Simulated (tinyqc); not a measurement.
What each parameter does: defect-molecule model of a vacancy with Jahn-Teller distortion.

Four dangling hybrids a, b, c, d point into the vacancy: H_ii = E0, and -gm between any two. A tetragonal distortion Q pairs a with b and c with d: those two couplings become -gm - I Q and the other four -gm + I Q/2, at an elastic cost k Q^2/2. The a1 level holds two electrons; charge states 2+, + and 0 put n = 0, 1, 2 more into the lowest level of t2 origin. Energy from the 2+ state at Q = 0, with the Fermi level mu counted from Ev: W_n(Q) = n (et - 2 I Q) + k Q^2/2 + Uc n (n - 1)/2 - n mu. et = E0 + gm is the undistorted t2 level.

Values chosen for the exercise (of the size used for the vacancy in silicon; shifted at random, so the results belong to these values and not to a real crystal):
```
symbol  value  unit           meaning
E0      -0.16  eV             level of a dangling hybrid, from Ev
gm      0.4    eV             coupling between two dangling hybrids
I       1.11   eV/angstrom    Jahn-Teller coupling
k       18.8   eV/angstrom^2  force constant of the mode
Uc      0.2    eV             repulsion of two electrons in one orbital
```

E_JT = 2 I^2/k, E(2+/+) = et - E_JT, E(+/0) = et - 3 E_JT + Uc, U_eff = E(+/0) - E(2+/+); a1 level E0 - 3 gm.

One parameter was then changed.

Results before and after:
```
case     (2+/+) (eV)  (+/0) (eV)  U_eff (eV)  a1 (eV)
base          0.1089      0.0468     -0.0621  -1.3600
changed       0.1489      0.0868     -0.0621  -1.4800
```

Which of these changes was made? (a) Uc = 0.26 eV; (b) I = 1.221 eV/angstrom; (c) gm = 0.44 eV; (d) E0 = -0.11 eV; (e) k = 20.68 eV/angstrom^2.

Answer: (c) gm = 0.44 eV. Of the candidates, run in turn, only this one gives the changed row.

All candidates:
```
case                     (2+/+) (eV)  (+/0) (eV)  U_eff (eV)  a1 (eV)
base                          0.1089      0.0468     -0.0621  -1.3600
E0 = -0.11 eV                 0.1589      0.0968     -0.0621  -1.3100
gm = 0.44 eV                  0.1489      0.0868     -0.0621  -1.4800
I = 1.221 eV/angstrom         0.0814     -0.0358     -0.1172  -1.3600
k = 20.68 eV/angstrom^2       0.1208      0.0825     -0.0383  -1.3600
Uc = 0.26 eV                  0.1089      0.1068     -0.0021  -1.3600
```

E0 and gm move both levels alike, so U_eff depends on I, k and Uc alone.

Run: tinyqc, `OMP_NUM_THREADS=1 python tinyqc.py 1480372 1480373 out.jsonl`; Intel(R) Xeon(R) Processor @ 2.30GHz, one thread, shared host; about 0.01 s of CPU time with all checks.
